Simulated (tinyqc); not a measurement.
Against the doping: grain-boundary trapping model (Seto) of a polycrystalline semiconductor film. Computed by tinyqc, a small Python program. Command: `OMP_NUM_THREADS=1 python tinyqc.py 3020762 3020763 out.jsonl poly walk`. One thread of a shared host (Intel(R) Xeon(R) Processor @ 2.30GHz), about 0.01 s of CPU time with the checks.

Grains of equal size L are joined by thin boundaries with one trap level. Trapped carriers deplete a width W on each side and raise a barrier, crossed by thermionic emission. Dopants are fully ionised, statistics are non-degenerate and mu_g does not depend on T.

Inputs (values chosen for the exercise, modelled on polycrystalline ZnO):
```
quantity                                     value        unit
permittivity eps                               8.3           -
effective mass m                               0.3         m_0
effective density of states at 300 K, N_c  3.9e+18      1/cm^3
grain size L                                    43          nm
trap density Q_t                           5.7e+11      1/cm^2
trap level E_t below the band edge            0.24          eV
mobility inside the grains mu_g                110  cm^2/(V s)
temperature T                                  400           K
```

Grain interior: resistance included.

Constants: e = 1.602176634e-19 C; eps_0 = 8.8541878128e-12 F/m; k_B = 8.617333262e-05 eV/K; m_0 = 9.1093837015e-31 kg; k_B = 1.380649e-23 J/K.

Method:
- If all traps fill, the grain is just depleted at N* = Q_t/L, with the barrier e Q_t L/(8 eps eps_0).
- N_c(T) = N_c (T/300 K)^(3/2). Filled traps Q = Q_t/(1 + (1/2) exp((E_t* - E_F)/k_B T)), where E_t* = e V_B - E_t and E_F are counted from the band edge at the grain centre. Partial depletion: Q = 2 N W, V_B = e N W^2/(2 eps eps_0), E_F = k_B T ln(N/N_c); solve for W. If that W would exceed L/2 the grain is fully depleted: W = L/2, Q = N L, and E_F follows from the trap equation. Centre density n_0 = N_c exp(E_F/k_B T).
- Boundary: sigma_b = L e^2 n_0 exp(-e V_B/k_B T)/sqrt(2 pi m k_B T); drift through the grain, depleted parts included: rho_g = [(1 - 2W/L) + (2W/L) int_0^1 exp(y^2 s^2) ds]/(e n_0 mu_g); rho = 1/sigma_b + rho_g. Mean carrier density n_av = n_0 [(1 - 2W/L) + (2W/L) (sqrt(pi)/2) erf(y)/y], y = sqrt(e V_B/k_B T); effective mobility 1/(e n_av rho).

N* = 1.32558e+17 1/cm^3

The same film:
```
N (1/cm^3)  W (nm)   V_B (V)  mean density (1/cm^3)  mobility (cm^2/(V s))  rho (ohm cm)
4.00e+15    21.500  0.002016             9.1946e+13                 94.665    7.1708e+02
1.30e+16    21.500  0.006550             3.5128e+14                 93.222    1.9060e+02
3.30e+16    21.500  0.016628             1.3123e+15                 88.890    5.3507e+01
6.60e+16    21.500  0.033256             5.5724e+15                 78.955    1.4186e+01
1.10e+17    21.500  0.055427             4.4826e+16                 62.619    2.2236e+00
1.60e+17    16.619  0.048169             1.2027e+17                 66.285    7.8289e-01
2.70e+17    10.288  0.031153             2.3971e+17                 78.555    3.3146e-01
5.30e+17     5.331  0.016421             5.1180e+17                 87.889    1.3876e-01
1.30e+18     2.186  0.006775             1.2918e+18                 92.530    5.2216e-02
5.30e+18     0.537  0.001669             5.2979e+18                 94.572    1.2457e-02
```

What follows from these numbers?

The barrier peaks among these rows at N = 1.1e17 (0.055 V) and the mobility has its minimum at 1.1e17; N* is 1.3e17. While the grain is fully depleted (W = L/2) V_B grows as N; once all traps are filled it falls as 1/N (last exponent -1.00). Partly depleted rows (W < L/2) with e V_B below 2 k_B T stretch the depletion approximation. Where N approaches N_c the non-degenerate statistics fail. rho drops most steeply, as N^-3.6, between 6.6e16 and 1.1e17.

Extremes, crossings and ranges named in words are read from the listed rows.
